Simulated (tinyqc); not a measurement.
Donor or exciton in a quantum well (variational effective-mass method): one step, computed by the program tinyqc. Command: `OMP_NUM_THREADS=1 python tinyqc.py 3023637 3023638 out.jsonl welldonor walk`. One thread of a shared host (Intel(R) Xeon(R) Processor @ 2.30GHz), about 0.2 s of CPU time with the checks.

H = -nabla^2 - 2/|r - r_i| + V(z) in effective units; trial function psi = f(z) exp(-|r - r_i|/lambda), f the ground state of the well. Mass and screening are the same in well and barrier; l = L/a* is the width in effective units. Bands are flat: no polarisation or applied field.

Task: Best radius. k solves k tan(k l/2) = sqrt(v - k^2), v = V_0/Ry*, 0 < k l/2 < pi/2 (bisection); f = cos(k z) inside and cos(k l/2) exp(-kappa (|z| - l/2)) outside, kappa = sqrt(v - k^2); subband energy k^2 Ry*. Binding E_b(lambda) = -1/lambda^2 + 4 A/(lambda B), with A = int f^2 exp(-2 s/lambda) dz, B = int f^2 exp(-2 s/lambda)(1 + 2 s/lambda) dz and s = |z - z_i|; 40 Gauss-Legendre points on each piece between the walls at z = -l/2 and l/2 and z_i, and out to 12/(kappa + 1/lambda) beyond the walls. Golden-section search for the maximum over lambda from 0.3 to 4, 40 steps.

Inputs (values chosen for the exercise, modelled on GaN): donor position z_i/L from the centre = 0.1; barrier height V_0 = 0.38 eV.

Centre: donor. Barriers: finite.

l = 1.045918

Ry* = 32.21572 meV

a* = 2.390245 nm

Give: best lambda; binding in Ry*; binding energy; radius lambda a*.

Result:

best lambda = 0.9192 a*

binding in Ry* = 1.826

binding energy = 58.82 meV

radius lambda a* = 2.197 nm

Confinement changes the binding by a factor 1.826 against the bulk value (with finite barriers it peaks in a narrow well and returns to 1 as L tends to 0, and away from the walls of a wide well it tends to 1).
